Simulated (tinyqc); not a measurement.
Strained Delta valleys, repopulation and conductivity mass: one step of the calculation.

A cubic crystal with three pairs of conduction valleys along x, y and z under uniaxial stress X along [100] (X > 0 is tension); current along [010]. Non-degenerate electrons, fixed total density, one relaxation time for all valleys and stresses, masses unchanged by strain, so the mobility goes as the mean inverse mass.

Question. Strain tensor. Stress s_ij = X a_i a_j with a the unit vector along [100]; strain e_ii = s11 s_ii + s12 (s_jj + s_kk), e_ij = s44 s_ij/2.

Inputs (values chosen for the exercise); values close to those of silicon:
```
symbol,value,unit,meaning
s11,7.68,1/TPa,compliance
s12,-2.11,1/TPa,compliance
s44,12.5,1/TPa,compliance
X,-140,MPa,uniaxial stress (tension positive)
```

Wanted: strain.

Answer.

strain (%):

|  | x | y | z |
|---|---|---|---|
| x | -0.10752 | 0.00000 | 0.00000 |
| y | 0.00000 | 0.02954 | 0.00000 |
| z | 0.00000 | 0.00000 | 0.02954 |

Computed by the program tinyqc: `OMP_NUM_THREADS=1 python tinyqc.py 2530084 2530085 out.jsonl`, one thread of a shared Intel Xeon 2.30GHz, about 0.01 s for the whole run.
